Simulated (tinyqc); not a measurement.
FinFET, parasitic resistance, capacitance and delay: one step of the calculation.

Nf fins under one contact; each has gated perimeter p = 2 Hf + Wf and cross-section A = Hf Wf; contact width Wc = Nf pf, stack height Hs = Hf. Contact length Lc = CPP - Lg - 2 Lsp, shared by two neighbouring gates. Source and drain sides are equal. The formulas are first-order estimates, not field solutions.

Question. Fin currents at Vgs = Vdd, Vds = Vdd/2. One fin: I = p Q vx u/(1 + |u|^1.8)^(1/1.8), Q = Cinv n Vt ln(1 + exp((Vg' - VT + dl Vd')/(n Vt))), u = Vd' mu/(vx Lg), Vg' = Vgs - v, Vd' = Vds - 2 v, with the drop on each side v = Rc (sum of I) + Rx I. I(new) = I(out).

Inputs (values chosen for the exercise); values close to those of silicon logic devices: temperature T = 300 K; fin height Hf = 35 nm; fin width Wf = 6 nm; gate length Lg = 20 nm; inversion capacitance Cinv = 2.6 uF/cm^2; injection velocity vx = 9e6 cm/s; apparent mobility mu = 320 cm^2/(V s); threshold at zero drain voltage VT = 0.25 V; barrier lowering dl = 0.066 V/V; subthreshold factor n = 1.27; supply voltage Vdd = 0.8 V.

Constants: q = 1.602176634e-19 C, kB = 1.380649e-23 J/K, Vt = kB T/q. Results are converted to the units shown.

I at the start (uA): fin 1 0, fin 2 0
Rc = 170.62008 ohm
Rx = 146.66667 ohm

Find: drop v; I(out); I after iteration 1.

Answer.

drop v (mV): fin 1 0, fin 2 0
I(out) (uA): fin 1 100.9, fin 2 100.9
I after iteration 1 (uA): fin 1 100.9, fin 2 100.9

tinyqc, about 0.02 s, one thread, Intel Xeon 2.30GHz (shared host): `OMP_NUM_THREADS=1 python tinyqc.py 2170011 2170012 out.jsonl`
